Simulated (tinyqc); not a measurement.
Rayleigh-quotient iteration on a symmetric matrix, step by step. Computed by tinyqc, a small Python program that keeps every step. Settings: method = rayleigh, shift = 0.24. Command: `OMP_NUM_THREADS=1 python tinyqc.py 25725 25726 out.jsonl` (the two numbers bound the seeds that draw the settings). One thread of a shared host (Intel(R) Xeon(R) Processor @ 2.60GHz), about 0.01 s of CPU time with the checks.

## Step 1

A:
$$\begin{pmatrix}
0.1540 & -0.1080 & -1.0430 & 1.4180 & -0.4860 \\
-0.1080 & 0.3150 & 0.1960 & 0.3100 & 0.7340 \\
-1.0430 & 0.1960 & 0.9200 & -0.7330 & 0.0560 \\
1.4180 & 0.3100 & -0.7330 & 1.3970 & 0.2990 \\
-0.4860 & 0.7340 & 0.0560 & 0.2990 & 2.5820
\end{pmatrix}$$

vector v at the start: [0.4472, 0.4472, 0.4472, 0.4472, 0.4472]

shift = 0.2400

solve (A - shift) w = v; v' = w/|w| with its largest component positive (the first on a tie); lambda = v'^T A v'; the next shift is lambda.

vector after step 1: [-0.0825, 0.5623, 0.5898, 0.5396, -0.1948]

Rayleigh quotient after step 1 = 0.5101

## Step 2

As before.

vector after step 2: [0.0188, 0.4770, 0.6993, 0.4689, -0.2516]

Rayleigh quotient after step 2 = 0.5147

## Course of the iteration

Stop when the residual |A v - lambda v| is below 1e-9.

Steps:
```
step    lambda  residual
1     0.510102  3.31e-01
2     0.514718  9.10e-04
3     0.514718  3.87e-10
```

all eigenvalues, for comparison: [-1.0098, -0.0676, 0.5147, 2.8905, 3.0401]

Converged in 3 steps.
